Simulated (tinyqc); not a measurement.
# Punch-through p+-n junction, ionisation integral and breakdown: effect of the drift thickness

A p+ layer at x < 0 and an n drift layer from x = 0 to L on an n+ substrate. Depletion approximation, built-in voltage neglected. Local ionisation coefficients alpha_n = an exp(-(bn/E)^mx), alpha_p = ap exp(-(bp/E)^mx). Electrons move towards +x, holes towards x = 0.

W = sqrt(2 eps0 eps_r V/(q N)), peak field E0 = q N W/(eps0 eps_r), falling linearly to 0 at W; if W > L the layer is punched through: W = L, E0 = V/L + q N L/(2 eps0 eps_r), falling linearly to E1 = V/L - q N L/(2 eps0 eps_r). G(x) = integral from 0 to x of (alpha_n - alpha_p); I_n = integral of alpha_n exp(-G) (electrons injected at x = 0), I_p = integral of alpha_p exp(G(end) - G) (holes injected at the far edge); M = 1/(1 - I). Integrals on a fine grid; BV is where I_n = 1. Specific on-resistance Ron = L/(q mu N) with constant mobility and full ionisation. The value eps0 eps_r mu E0^3/4 holds for a triangular field; a layer that punches through can exceed it.

Values chosen for this exercise; material values close to those of 4H silicon carbide:
- eps_r = 9.8 (relative permittivity)
- an = 1.77e8 1/cm (prefactor of the electron ionisation coefficient)
- bn = 3.41e7 V/cm (field constant for electrons)
- ap = 3.47e8 1/cm (prefactor of the hole ionisation coefficient)
- bp = 2.6e7 V/cm (field constant for holes)
- mx = 1 (exponent)
- mu = 880 cm^2/(V s) (electron mobility of the drift layer)
- N = 1.1e17 cm^-3 (donor density of the drift layer)

Constants: q = 1.602176634e-19 C, eps0 = 8.8541878128e-14 F/cm where lengths are in cm. Results are converted to the units shown.

Result of one run:
```
L (um)	BV (V)	E0 at BV (kV/cm)	W at BV (um)	Ron (mohm cm^2)	BV^2/Ron (MW/cm^2)	eps0 eps_r mu E0^3/4 (MW/cm^2)
0.34	107	3.50e3	0.340	0.00219	5.25e3	8.19e3
```

What becomes of these results when the thickness of the drift layer L is changed from 0.34 to 2.7 um, all else the same?

Result of the changed run:
```
L (um)	BV (V)	E0 at BV (kV/cm)	W at BV (um)	Ron (mohm cm^2)	BV^2/Ron (MW/cm^2)	eps0 eps_r mu E0^3/4 (MW/cm^2)
2.7	297	3.47e3	1.71	0.0174	5.07e3	8.00e3
```

The whole series:
```
L (um)	BV (V)	E0 at BV (kV/cm)	W at BV (um)	Ron (mohm cm^2)	BV^2/Ron (MW/cm^2)	eps0 eps_r mu E0^3/4 (MW/cm^2)
0.26	85.0	3.54e3	0.260	0.00168	4.31e3	8.43e3
0.34	107	3.50e3	0.340	0.00219	5.25e3	8.19e3
0.46	139	3.48e3	0.460	0.00297	6.48e3	8.05e3
0.62	176	3.47e3	0.620	0.00400	7.78e3	8.01e3
0.84	220	3.47e3	0.840	0.00542	8.95e3	8.00e3
1.1	259	3.47e3	1.10	0.00709	9.47e3	8.00e3
1.5	293	3.47e3	1.50	0.00967	8.85e3	8.00e3
2	297	3.47e3	1.71	0.0129	6.84e3	8.00e3
2.7	297	3.47e3	1.71	0.0174	5.07e3	8.00e3
```

BV rises from 85.0 to 297 V and saturates once L exceeds the free depleted width of 1.71 um, while Ron keeps rising as L. BV^2/Ron goes from 4310 through a maximum of 9470 (at L = 1.1 um among the rows listed) to 5070 MW/cm^2. The best row has L = 0.64 of that width: the last part of the triangle adds little voltage but its full share of resistance. For L = 0.26, 0.34, 0.46 the layer is under 0.5 um wide or BV under 82 V, so dead space, tunnelling and the built-in voltage, all left out, matter.

tinyqc, about 0.1 s, one thread, Intel Xeon 2.30GHz (shared host): `OMP_NUM_THREADS=1 python tinyqc.py 2120033 2120034 out.jsonl`
